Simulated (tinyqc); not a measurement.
## Composition from the perpendicular lattice constant

Inverse problem. The layer is x parts of the first compound and 1 - x of the second, grown coherently on the third as substrate and barrier. Rows of the table: lattice constant a, average valence level Ea on an absolute scale, spin-orbit splitting so, gaps at Gamma, X and L, hydrostatic deformation potentials av and ac (Gamma), shear potential b, elastic constants, electron and heavy-hole (along z) masses. All are interpolated linearly in x; gaps get -C x (1 - x), taken wholly in the conduction band; real line-ups can differ from this model by 0.1 eV or more. In-plane strain e = (a_substrate - a)/a, e_z = -2 (c12/c11) e, volume change 2 e + e_z. X-ray diffraction gives a_z = a (1 + e_z) of the coherent layer. Find x, e and the relaxed Gamma gap.

Parameters, values chosen for the exercise: bowing of the Gamma gap CG = 0.7 eV; bowing of the X gap CX = 0 eV; bowing of the L gap CL = 0 eV.

Binary compounds, values chosen for the exercise:
```
              close to InAs  close to AlAs  close to InP
a (angstrom)          6.058          5.661         5.869
Ea (eV)               -6.67          -7.49         -7.04
so (eV)               0.374          0.281         0.111
EG (eV)               0.352           2.96          1.36
EX (eV)                1.36           2.14          2.17
EL (eV)                1.07           2.32          1.91
av (eV)               0.986           2.47          1.26
ac (eV)               -5.08          -5.61         -4.98
b (eV)                 -1.8           -1.5         -1.69
c11 (GPa)                83            123           102
c12 (GPa)              44.6           54.1          55.9
me (m0)              0.0228          0.152        0.0791
mh (m0)               0.327          0.472         0.523
```

lattice constant along the growth direction = 5.85816045 angstrom

Solution. a_z changes steadily with x, about (1 + 2 c12/c11) times as fast as the relaxed lattice constant, so one composition matches.

x = 0.5100
e = 0.09431 %
relaxed Gamma gap = 1.455 eV

Computed by the program tinyqc: `OMP_NUM_THREADS=1 python tinyqc.py 2690048 2690049 out.jsonl`, one thread of a shared Intel Xeon 2.30GHz, about 0.01 s for the whole run.
